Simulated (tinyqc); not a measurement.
Inside a calculation: nanosheet or nanowire with hard walls, valleys of the Si type. Values are carried at full precision from step to step, so a last printed digit may differ when a step is redone from the rounded ones.

Six ellipsoidal valleys along the cube axes: inverse mass tensor w = 1/mt + (1/ml - 1/mt) a a^T with a the unit axis. Device axes: x along the channel, z = [001], y = z x x.

Constants: hbar^2/2m0 = 3.80998211 eV angstrom^2; hbar = 6.58211957e-16 eV s; e^2/h = 3.874045865e-05 S; kB = 8.617333262e-05 eV/K.

Values chosen for the exercise (near those of Si; shifted at random, so the results belong to these values and not to a real crystal):
- ml = 0.918 m0 (longitudinal mass)
- mt = 0.191 m0 (transverse mass)
- channel = 110 (transport direction x on a (001) wafer)
- W = 55 angstrom (width, along y)
- H = 52 angstrom (height, along z = [001])
- dE = 0.081 eV (EF above the lowest subband edge)
- T = 300 K (temperature)
- g_all = 6 (number of valleys)

## Valley masses for a [110] channel

Rotate w into the device axes and group equal valleys (|w_yz| counts); order by w_zz, then w_yy. 1/m_x = w_xx - w_xc w_c^-1 w_cx with c the block (y, z).

Valleys:

| group | valleys g | w_yy | w_zz | \|w_yz\| | m_x (m0) |
|---|---|---|---|---|---|
| A | 2 | 5.2356 | 1.0893 | 0.0000 | 0.1910 |
| B | 4 | 3.1625 | 5.2356 | 0.0000 | 0.5545 |

The lightest transport mass, 0.191 m0, belongs to group A.

## One-dimensional subbands

Hard walls around a W x H rectangle. The block w_c of w in (y, z) confines; the transport mass follows from 1/m_x = w_xx - w_xc w_c^-1 w_cx. The cross-section problem c (w_yy ky^2 + 2 w_yz ky kz + w_zz kz^2), c = hbar^2/2m0, is solved in products sin(n pi y/W) sin(l pi z/H), n, l = 1 to 12; if w_yz = 0 the levels are c pi^2 (w_yy n^2/W^2 + w_zz l^2/H^2). The w_yz term couples (n, l) to (n', l') by -2 c w_yz D_nn'(W) D_ll'(H) with D_nm(L) = 4 n m/(L (n^2 - m^2)) for n + m odd and 0 otherwise.

The ten lowest levels of all groups together, numbered within each group.

Subbands:

| label | valleys g | m_x (m0) | E (eV) |
|---|---|---|---|
| A1 | 2 | 0.1910 | 0.0802 |
| B1 | 4 | 0.5545 | 0.1121 |
| A2 | 2 | 0.1910 | 0.1257 |
| A3 | 2 | 0.1910 | 0.2014 |
| B2 | 4 | 0.5545 | 0.2301 |
| A4 | 2 | 0.1910 | 0.2755 |
| A5 | 2 | 0.1910 | 0.3075 |
| A6 | 2 | 0.1910 | 0.3209 |
| B3 | 4 | 0.5545 | 0.3305 |
| A7 | 2 | 0.1910 | 0.3967 |

The lowest subband is A1; the number of further ones in the list within kB T = 25.9 meV of it at 300 K is 0.

## Modes, density and velocity at zero temperature

With EF = E_lowest + dE, each subband below EF has k_F = sqrt(m_x (EF - E)/c), carries n = 2 g k_F/pi electrons per length (spin included), moves at v = 2 c k_F/(hbar m_x) and adds 2 g e^2/h to the ballistic conductance; c = hbar^2/2m0, 1 angstrom/s = 1e-8 cm/s.

Occupied subbands:

| label | k_F (1/angstrom) | n (1/nm) | v (1e7 cm/s) |
|---|---|---|---|
| A1 | 0.0637 | 0.811 | 3.86 |
| B1 | 0.0845 | 2.153 | 1.77 |
| A2 | 0.0422 | 0.538 | 2.56 |

total n = 3.502 1/nm
ballistic conductance = 619.8 microsiemens

EF lies below the last listed level, so the count is complete for these valleys (other families, and non-parabolicity above about 0.2 eV, are left out): 3 subbands with 8 valley modes. The Fermi velocity, averaged with the densities as weights, is 2.37 x 1e7 cm/s; the mean over all filled states moving one way is half of it.

## Threshold shift from confinement

Without degeneracy the line density is N1 exp((EF - Ec)/kB T) with N1 = sum 2 g sqrt(m_x kB T/(4 pi c)) exp(-E/kB T), here over n, l up to 80 where w_yz = 0 and over all levels of a 12 x 12 sine basis otherwise; the classical value is W H Nc with Nc = 2 g_all (m_dos kB T/(4 pi c))^(3/2), m_dos = (ml mt^2)^(1/3); dVt = kB T ln(W H Nc/N1).

Form N1, W H Nc and dVt.

N1 = 0.03986 1/nm
W H Nc = 0.7880 1/nm
dVt = 77.1 mV

## Checks

- Lowest level of group A on a 40 x 40 difference grid against the sine basis, eV: both 0.080.

(tinyqc, `OMP_NUM_THREADS=1 python tinyqc.py 1251135 1251136 out.jsonl`, Intel(R) Xeon(R) Processor @ 2.30GHz, 1 thread, shared host, about 0.03 s.)
